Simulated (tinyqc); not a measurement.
p-n heterojunction, non-linear Poisson equation by Newton steps, Boltzmann statistics: one step of the calculation.

One dimension, material 1 (p-type) at x < 0 and material 2 (n-type) at x > 0. Band edges: Ec = -psi in material 1 and -psi + dEc in material 2, Ev = Ec - Eg. Flat quasi-Fermi levels: 0 for holes, +V for electrons. n = Nc F((EFn - Ec)/Vt), p = Nv F((Ev - EFp)/Vt), with F(eta) = exp(eta) (Boltzmann statistics); full ionisation, no interface charge, classical densities; the doping types are chosen for the exercise. The polarisation charge of real nitride interfaces, of order 1e13 cm^-2, is left out.

Question. Newton step. Solve the tridiagonal system a_(i-1) d_(i-1) + b_i d_i + a_i d_(i+1) = -F_i for nodes 1 to 12, with d = 0 on fixed nodes. Half of the step is added while the largest |d| exceeds 1.5 Vt, the full step after that.

Inputs (values chosen for the exercise):
- T = 300 K (temperature)

Constants: q = 1.602176634e-19 C, kB = 1.380649e-23 J/K, Vt = kB T/q. Results are converted to the units shown.

| interval | coupling a_i (F/cm^2) |
|---|---|
| 0 | 9.1112449e-7 |
| 1 | 1.0591822e-6 |
| 2 | 1.2646952e-6 |
| 3 | 1.4609410e-6 |
| 4 | 1.7543391e-6 |
| 5 | 2.0566645e-6 |
| 6 | 2.3533771e-6 |
| 7 | 9.3719766e-7 |
| 8 | 3.8710338e-7 |
| 9 | 1.5867406e-7 |
| 10 | 6.5412571e-8 |
| 11 | 2.6799465e-8 |
| 12 | 1.1022063e-8 |

| node | diagonal b (F/cm^2) | residual F (C/cm^2) |
|---|---|---|
| 1 | -1.9703069e-6 | -5.7616013e-7 |
| 2 | -2.3238786e-6 | -4.8219313e-8 |
| 3 | -2.7256373e-6 | -4.1417882e-8 |
| 4 | -3.2152804e-6 | -3.5543456e-8 |
| 5 | -3.8110036e-6 | -3.0166348e-8 |
| 6 | -4.4100416e-6 | -2.7755432e-8 |
| 7 | -3.2905747e-6 | -1.6011866e-9 |
| 8 | -1.3243010e-6 | -1.1539191e-9 |
| 9 | -5.4577744e-7 | -9.7430085e-9 |
| 10 | -2.2408663e-7 | -2.5177653e-8 |
| 11 | -9.2212036e-8 | -2.7508147e-8 |
| 12 | -2.1462339e-6 | -2.3593966e-9 |

| node | psi after iteration 1 (V) |
|---|---|
| 0 | -3.3169332 |
| 1 | -2.8755544 |
| 2 | -2.9286227 |
| 3 | -2.9320484 |
| 4 | -2.9051032 |
| 5 | -2.8616657 |
| 6 | -2.8096491 |
| 7 | -2.7539370 |
| 8 | -2.6166234 |
| 9 | -2.2923060 |
| 10 | -1.5930540 |
| 11 | -0.4618418 |
| 12 | 0.2018416 |
| 13 | 0.2082583 |

Give: Newton step d, before damping; psi after iteration 2.

Answer.

| node | Newton step d, before damping (V) |
|---|---|
| 1 | -0.8640 |
| 2 | -1.0633 |
| 3 | -1.1921 |
| 4 | -1.2753 |
| 5 | -1.3242 |
| 6 | -1.3514 |
| 7 | -1.3633 |
| 8 | -1.3914 |
| 9 | -1.4566 |
| 10 | -1.5543 |
| 11 | -1.4063 |
| 12 | -0.0187 |

| node | psi after iteration 2 (V) |
|---|---|
| 0 | -3.3169 |
| 1 | -3.3076 |
| 2 | -3.4603 |
| 3 | -3.5281 |
| 4 | -3.5427 |
| 5 | -3.5238 |
| 6 | -3.4853 |
| 7 | -3.4356 |
| 8 | -3.3123 |
| 9 | -3.0206 |
| 10 | -2.3702 |
| 11 | -1.1650 |
| 12 | 0.1925 |
| 13 | 0.2083 |

Program tinyqc, `OMP_NUM_THREADS=1 python tinyqc.py 2040165 2040166 out.jsonl`; Intel Xeon 2.30GHz, shared host, one thread, about 0.04 s.
